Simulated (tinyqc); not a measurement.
# Permittivity and interface capacitance from two thicknesses

Inverse problem. 1/C = t/(eps0 ek) + 2/ci for planar capacitors that differ only in thickness. Find ek, ci and the EOT of the interfaces, 2 x 3.9 eps0/ci.

Constants: eps0 = 8.8541878128e-14 F/cm where lengths are in cm. Results are converted to the units shown.

C at t = 8.4 and 25 nm (uF/cm^2): 3.0539091  1.1230177

Answer. 1/C is a straight line in t: the slope gives ek and the intercept 2/ci. A single thickness would give only the effective permittivity; when the interfaces are a small part of 1/C, ci needs very accurate data.

ek = 33.30
ci = 47.00 uF/cm^2
EOT of the interfaces = 0.1469 nm

tinyqc, about 0.01 s, one thread, Intel Xeon 2.30GHz (shared host): `OMP_NUM_THREADS=1 python tinyqc.py 2102154 2102155 out.jsonl`
